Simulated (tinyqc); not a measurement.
Comparisons within one model: standing waves and exposure in a photoresist film. A value that a table varies takes the place of the one given here.

Normal incidence from air. Unexposed resist: N1 = n1 + i k1 with k1 = (A + B) lam/(4 pi), lam in micrometres. r01 = (1 - N1)/(1 + N1), t01 = 2/(1 + N1). Substrate Ns = ns + i ks: r12 = (N1 - Ns)/(N1 + Ns). With p = exp(2 pi i N1 d/lam), the field at depth z is E(z) = t01 [exp(2 pi i N1 z/lam) + r12 p^2 exp(-2 pi i N1 z/lam)]/(1 + r01 r12 p^2), the relative intensity I(z) = n1 |E(z)|^2 and the reflectance R = |(r01 + r12 p^2)/(1 + r01 r12 p^2)|^2.

Values chosen for the exercise (a resist on Al, indices near tabulated ones; shifted at random, so the results belong to these values and not to a real crystal):
- lam = 248 nm (vacuum wavelength)
- n1 = 1.741 (resist index)
- A = 0.05 1/micrometre (bleachable absorption (Dill A))
- B = 1.18 1/micrometre (fixed absorption (Dill B))
- d = 467 nm (resist thickness)
- ns = 0.194 (substrate n)
- ks = 2.893 (substrate k)

## Swing of the coupled dose with resist thickness

The mean of I is taken over 800 depths; the relative dose to clear is taken as 1/(mean of I over the lowest period, 60 depths), scaled to 1 in the first row.

Swing:

| d (nm) | R | mean I | relative dose |
|---|---|---|---|
| 467.0 | 0.3069 | 1.1054 | 1.000 |
| 478.9 | 0.4478 | 0.8602 | 1.278 |
| 490.7 | 0.4639 | 0.8153 | 1.324 |
| 502.6 | 0.3508 | 0.9652 | 1.107 |
| 514.5 | 0.1366 | 1.2574 | 0.860 |
| 526.4 | 0.0836 | 1.3090 | 0.845 |
| 538.2 | 0.2658 | 1.0285 | 1.090 |
| 550.1 | 0.4057 | 0.8155 | 1.369 |
| 562.0 | 0.4219 | 0.7768 | 1.417 |
| 573.8 | 0.3107 | 0.9081 | 1.203 |
| 585.7 | 0.1077 | 1.1542 | 0.956 |
| 597.6 | 0.0594 | 1.1956 | 0.942 |
| 609.4 | 0.2314 | 0.9601 | 1.189 |

What can be read from the table?

The period is 71.2 nm, six rows. The relative dose swings between 0.845 and 1.417, a ratio (max - min)/mean of 0.510, against the estimate 4 sqrt(|r01|^2 |r12|^2) exp(-(A + B) d) = 0.567 for the oscillating part alone; the ratio from the table also holds the slow rise from absorption, 18.9 % over two periods, so the two are not strictly comparable. The dose is least sensitive to thickness at an extremum; the lowest dose listed is at 526.4 nm.

## What moves the exposure

The mean of I is over 800 depths. Each row changes one parameter from the base and keeps the others.

Results:

| case | \|r12\|^2 | R | mean I | I at the bottom |
|---|---|---|---|---|
| base | 0.8668 | 0.3069 | 1.1054 | 0.5221 |
| d = 477 nm | 0.8668 | 0.4337 | 0.8855 | 0.4198 |
| n1 = 1.758 | 0.8665 | 0.3822 | 0.9848 | 0.4722 |
| B = 1.38 1/micrometre | 0.8634 | 0.2616 | 1.0265 | 0.4745 |
| ks = 2.604 | 0.8494 | 0.3199 | 1.0706 | 0.5850 |
| ns = 0.213 | 0.8569 | 0.3038 | 1.1014 | 0.5191 |

What can be read from the table?

The largest shifts from the base row, up to three for each result and ties (the steps differ in size, so this ranks the rows, not the parameters). |r12|^2: ks -0.0174, ns -0.0099, B -0.0035; unchanged at the printed digits by d. R: d +0.1268, n1 +0.0754, B -0.0452. mean I: d -0.2199, n1 -0.1206, B -0.0789. I at the bottom: d -0.1023, ks +0.0629, n1 -0.0499.

Program tinyqc; command `OMP_NUM_THREADS=1 python tinyqc.py 1680689 1680690 out.jsonl`; about 0.01 s on one thread of a shared Intel(R) Xeon(R) Processor @ 2.30GHz.
